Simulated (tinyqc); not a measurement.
Worked calculation: plane-wave Kohn-Sham cycle with exchange-only LDA in a layered model solid. One step of it, computed by the program tinyqc.

Problem. Iteration 2: levels at that k. Diagonalise the Hermitian matrix.

H (hartree), lower triangle:
```
          -2         -1         +0         +1        +2
-2  0.682486
-1  0.039906  -0.032617
+0  0.005844   0.039906  -0.270984
+1  0.000589   0.005844   0.039906  -0.032617
+2  0.000065   0.000589   0.005844   0.039906  0.682486
```

Give: eigenvalues.

Solution.

eigenvalues (hartree): -0.2834  -0.0406  -0.0168  0.6846  0.6850
